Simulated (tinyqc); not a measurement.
Inside a calculation. Model: resistance of a source-drain extension with a graded tip.

tinyqc, about 0.03 s, one thread, Intel Xeon 2.30GHz (shared host): `OMP_NUM_THREADS=1 python tinyqc.py 2282009 2282010 out.jsonl` Printed values are rounded.

y runs along the channel, the gate covers y > 0. The doping is N0 for y < y0 and N0 10^(-(y - y0)/la) beyond, uniform over the depth xj. Sheet conductance s(y) = q mu(N) max(N - Nch, 0) xj + (for y > 0) ma Cox Vo, with mu(N) = u0 + (u1 - u0)/(1 + (N/Nr)^au) and Cox = eps0 eox/tox. Current is taken as one-dimensional; depletion of the tip, spreading and the contact are left out. The metallurgical junction lies at yj, where N = Nch.

Values chosen for this exercise; mobility law close to that of holes in silicon: relative permittivity of the gate insulator (close to silicon dioxide) eox = 3.9; insulator thickness tox = 2.1 nm; active doping of the extension far from the gate N0 = 7.9e19 cm^-3; lateral abruptness la = 4.4 nm/decade; position under the gate where the fall begins (gate edge at 0) y0 = -0.5 nm; depth of the extension xj = 26 nm; channel doping Nch = 5.4e17 cm^-3; gate overdrive Vo = 0.69 V; mobility of the gate-induced layer ma = 76 cm^2/(V s); mobility at low doping u1 = 470.5 cm^2/(V s); mobility at high doping u0 = 44.9 cm^2/(V s); reference doping Nr = 2.23e17 cm^-3; exponent au = 0.719; gate length Lg = 90 nm.

Constants: q = 1.602176634e-19 C, eps0 = 8.8541878128e-14 F/cm where lengths are in cm. Results are converted to the units shown.

## Sheet resistances and junction position

yj = y0 + la log10(N0/Nch); sheet resistance of the full extension 1/[q mu(N0)(N0 - Nch) xj] and of the gate-induced layer 1/(ma Cox Vo); metallurgical length Lg - 2 yj; ye is where the doped and the gate-induced conductances are equal.

yj = 9.02703 nm
sheet resistance of the extension = 599.200 ohm/square
sheet resistance of the induced layer = 11596.9 ohm/square
metallurgical length = 71.9459 nm
ye = 6.15589 nm
N at ye = 2.42619e18 cm^-3

The gate takes over 2.87 nm before the junction, where N is still 4.49 times the channel doping.

## Resistance of the overlapped part

Midpoint rule on 12 equal steps from 0 to yj: R_ov = sum h/s(y), per width.

```
point    y (nm)   N (cm^-3)  doped conductance (uS)  sheet resistance (ohm/square)
0      0.376126  4.99468e19                 1099.44                        843.405
1       1.12838  3.36931e19                 775.229                        1160.82
2       1.88063  2.27287e19                 551.635                        1567.73
3       2.63288  1.53323e19                 396.194                        2072.87
4       3.38513  1.03429e19                 286.927                        2679.84
5       4.13739  6.97711e18                 208.937                        3387.92
6       4.88964  4.70662e18                 152.108                        4195.73
7       5.64189  3.17499e18                 109.561                        5107.50
8       6.39414  2.14179e18                 76.6191                        6140.67
9       7.14640  1.44481e18                 50.1187                        7334.15
10      7.89865  9.74638e17                 27.9503                        8758.10
11      8.65090  6.57472e17                 8.75503                        10528.0
```

R_ov = 40.454 ohm um

The exact integral is 40.518 ohm um; the coarse sum is 0.16 % below it.
